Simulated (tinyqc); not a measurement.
Single-oscillator infrared dielectric function of a polar cubic crystal: one step, computed by the program tinyqc.

One ion pair, charges +Z* and -Z*, in a cell of volume Omega = a^3/4. Frequencies omega are given as wavenumbers (1/cm); eps_s is the static dielectric constant.

Problem. Optical constants at the probe frequency. eps(omega) = eps_inf + W^2/(omega_TO^2 - omega^2 - i gamma omega); n + i k = sqrt(eps) with k >= 0; R = |(n + i k - 1)/(n + i k + 1)|^2 at normal incidence from vacuum. omega is the probe ratio times omega_TO. Intensity decays over 1/(4 pi omega k); the loss function is Im(-1/eps).

Inputs (values chosen for the exercise, modelled on sodium chloride):

| quantity | value | unit |
|---|---|---|
| omega_TO | 161 | 1/cm |
| eps_inf | 2.29 | - |
| phonon damping gamma | 5.2 | 1/cm |
| probe frequency / omega_TO | 0.56 | - |

Structure: rock salt. Free carriers: absent.

W = 302.9169 1/cm

Give: omega; Re eps; Im eps; n; k; reflectivity R; penetration depth of the intensity; loss function.

Solution.

omega = 90.16 1/cm

Re eps = 7.444

Im eps = 0.1358

n = 2.728

k = 0.02489

reflectivity R = 0.2149

penetration depth of the intensity = 354.7 micrometre

loss function = 0.002450

Re eps is positive and k is small against n: the wave propagates.
